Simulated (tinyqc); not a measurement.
# Floating body of a partially depleted SOI transistor: body voltage and kink, step by step

Numbers from tinyqc (`OMP_NUM_THREADS=1 python tinyqc.py 2182251 2182252 out.jsonl`; about 0.2 s on one thread of a shared Intel Xeon 2.30GHz). Printed values are rounded.

Source at 0 V. Channel current Ic = 2 nf K Vt^2 [F(0) - F(Vd)](1 + la Vd), F(V) = ln^2(1 + exp((Vg - VT - nf V)/(2 nf Vt))), VT = VT0 - gb Vb. Saturation voltage Vs = 2 Vt sqrt(F(0)) + 3 Vt, excess Ve = (Vd - Vs + sqrt((Vd - Vs)^2 + 0.0004 V^2))/2, multiplication M1 = Ai Ve exp(-Bl/Ve). Each junction passes D(v) = J1 (exp(v/Vt) - 1) + J2 (exp(v/(2 Vt)) - 1). Bipolar current Ib = bb J1 (exp(Vb/Vt) - 1). The body settles where M1 (Ic + Ib) = D(Vb) + D(Vb - Vd) + Vb/Rb; drain current Id = (1 + M1)(Ic + Ib) - D(Vb - Vd).

Values chosen for this exercise; values of the order met in partially depleted silicon-on-insulator transistors: temperature T = 358 K; threshold at zero body voltage VT0 = 0.54 V; fall of the threshold per volt of body voltage gb = 0.24; slope factor nf = 1.39; gain factor per width K = 140 uA/(V^2 um); channel-length modulation factor la = 0.06 1/V; impact-ionisation prefactor Ai = 3.1 1/V; impact-ionisation voltage Bl = 6.8 V; diffusion saturation current of each junction J1 = 1.3e-10 uA/um; recombination saturation current of each junction J2 = 9.3e-9 uA/um; gain of the lateral bipolar transistor on the diffusion current bb = 3; resistance of a weak body tie to the source (1e9 stands for no tie, and the term is then dropped) Rb = 7e5 kohm um; gate voltage Vg = 0.46 V; drain voltage Vd = 2.4 V.

Constants: q = 1.602176634e-19 C, kB = 1.380649e-23 J/K, Vt = kB T/q. Results are converted to the units shown.

Range of the model: The multiplication law is an empirical form chosen for the exercise; self-heating and capacitive coupling to the body are left out, and the linear laws are rough once Vb passes about 0.7 V or M1 about 0.1.

## Starting value

Vb = 0.82 V.

Vb at the start = 0.82 V

## Iteration 1: new Vb

Current into the body I_in = M1 (Ic + Ib) - D(Vb - Vd), current out I_out = D(Vb) + Vb/Rb; f = ln(I_in/I_out), s = df/dVb by central differences over 1e-5 V, Vb(new) = Vb - f/s.

Ic = 1.07123 uA/um
Ve = 2.20939 V
M1 = 0.315484
I_in = 43.3578 uA/um
I_out = 45.4604 uA/um
f = -0.0473555
s = -0.481735 1/V
Vb after iteration 1 = 0.721698 V

## Iteration 2: new Vb

As before.

Ic = 0.804011 uA/um
Ve = 2.22251 V
M1 = 0.323172
I_in = 2.08066 uA/um
I_out = 1.88023 uA/um
f = 0.101292
s = -3.87773 1/V
Vb after iteration 2 = 0.747819 V

## Course of the iteration

Stop when the step is below 1e-10 V, or after 40 iterations.

Course of the iteration:
```
iteration  Vb before the step (V)  step (V)
1                            0.82   -0.0983
2                        0.721698    0.0261
3                        0.747819    0.0128
4                        0.760608   2.42e-3
5                        0.763024   7.10e-5
6                        0.763095   5.88e-8
7                        0.763095  4.07e-14
```

Converged in 7 iterations.

## Drain current with floating and with grounded body

converged Vb = 0.763095 V

Id and VT at the converged Vb, Id at Vb = 0, their ratio, and the bipolar share Ib/(Ic + Ib).

VT = 0.356857 V
Id, floating = 29.6569 uA/um
Id, grounded = 0.0635571 uA/um
ratio = 466.619
bipolar share = 95.9504 %

The body rises to 0.763 V and lowers the threshold by 183 mV.
